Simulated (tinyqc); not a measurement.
# Worked calculation: resistance of a tapered via with liner, size effect and interface

Numbers from tinyqc (`OMP_NUM_THREADS=1 python tinyqc.py 2750039 2750040 out.jsonl`; about 0.01 s on one thread of a shared Intel Xeon 2.30GHz). Printed values are rounded.

A round via whose diameter grows from db at the bottom as D(z) = db + 2 z/tan(ang). The fill, of diameter D - 2 tl, starts above the bottom liner (thickness fb tl) and has rho = rho0 (1 + ks lam/(D - 2 tl)); the sidewall liner conducts in parallel with it. The bottom liner and the interface are crossed over the full area pi db^2/4. Spreading in the lines above and below is left out.

Inputs (values chosen for the exercise); fill metal close to copper: diameter at the bottom db = 55 nm; height hv = 170 nm; sidewall angle ang = 86 degrees; bulk resistivity of the fill rho0 = 1.68 uohm cm; mean free path of the fill lam = 40.1 nm; size-effect factor ks = 0.7; liner on the sidewall tl = 1.8 nm; liner at the bottom over that on the sidewall fb = 0.7; resistivity of the liner rl = 290 uohm cm; interface resistivity at the bottom ri = 1.4e-12 ohm cm^2; ballistic conductance per area, about 3/(4 rho0 lam) Sb = 1.1e15 S/m^2.

## Slices of the via

Slices between z0 = fb tl and hv, evaluated at their midpoints: conductance per length pi/4 [(D - 2 tl)^2/rho + (D^2 - (D - 2 tl)^2)/rl], slice resistance = slice height over that. 6 slices.

```
slice    z (nm)    D (nm)  rho (uohm cm)  slice resistance (ohm)
0      15.32167  57.14279       2.560746               0.3194543
1      43.44500  61.07594       2.500475               0.2707346
2      71.56833  65.00909       2.447925               0.2322029
3      99.69167  68.94224       2.401702               0.2012338
4      127.8150  72.87539       2.360727               0.1759899
5      155.9383  76.80854       2.324154               0.1551557
```

## Total resistance

R_fill = sum of the slices; R_bottom = rl fb tl/(pi db^2/4); R_interface = ri/(pi db^2/4); ballistic (Sharvin) limit 1/(Sb pi (db - 2 tl)^2/4); ideal cylinder rho0 hv/(pi db^2/4).

parts (ohm): fill 1.354771, bottom liner 1.537989, interface 0.05892679
R = 2.951687 ohm
shares (%): fill 45.89820, bottom liner 52.10543, interface 1.99638
ballistic limit = 0.4381181 ohm
ideal cylinder = 1.202106 ohm

The bottom liner is the largest part, and R is 2.46 times the ideal cylinder. With 2000 slices R = 2.9536 ohm.
